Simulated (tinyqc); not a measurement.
Surface potential of a MOS transistor: implicit equation and explicit approximations: two steps of the calculation.

p-type body, charge-sheet picture, depletion and inversion only, full ionisation (an idealisation for deep acceptors), Boltzmann statistics (rough once Na exp(x - xn) passes about Nc/7). In units of Vt: xg = (Vg - Vfb)/Vt, x = psi/Vt, G = gamma/sqrt(Vt), xn = (2 phiF + Vc)/Vt. The implicit equation is (xg - x)^2 = G^2 [x - 1 + exp(x - xn)] for x above about 3. Cox = eps0 eox/tox.

Parameters, values chosen for the exercise; band and dielectric values close to those of silicon:
```
symbol,value,unit,meaning
T,300,K,temperature
eox,3.9,,relative permittivity of the gate insulator (close to silicon dioxide)
tox,7.5,nm,insulator thickness
Vc,0.5,V,channel-body voltage
```

Constants: q = 1.602176634e-19 C, kB = 1.380649e-23 J/K, Vt = kB T/q, eps0 = 8.8541878128e-14 F/cm where lengths are in cm. Results are converted to the units shown.

Question 1. New x. D = exp(x - xn), f = (xg - x)^2 - G^2 (x - 1 + D), f' = -2 (xg - x) - G^2 (1 + D), x(new) = x - f/f'.

x after iteration 1 = 55.176353
G = 1.3422550
xn = 48.677742
xg = 90.128424

Wanted: D; f; f'; x after iteration 2.

Answer 1.

D = 664.2
f = -72.65
f' = -1268
x after iteration 2 = 55.12

Question 2. Potential, charges and gate control. psi = Vt x; N_dep = Cox Vt G sqrt(x - 1)/q; N_inv = (Cox Vt G/q) [sqrt(x - 1 + exp(x - xn)) - sqrt(x - 1)]; dpsi/dVg = 1/[1 + G^2 (1 + exp(x - xn))/(2 (xg - x))].

converged x = 55.117476
G = 1.3422550
xn = 48.677742
xg = 90.128424

Find: psi; N_dep; N_inv; dpsi/dVg.

Answer 2.

psi = 1.4249 V
N_dep = 7.3357e11 cm^-2
N_inv = 1.8674e12 cm^-2
dpsi/dVg = 0.058347

psi lies 6.4 Vt above 2 phiF + Vc.

Computed by the program tinyqc: `OMP_NUM_THREADS=1 python tinyqc.py 2122045 2122046 out.jsonl`, one thread of a shared Intel Xeon 2.30GHz, about 0.01 s for the whole run.
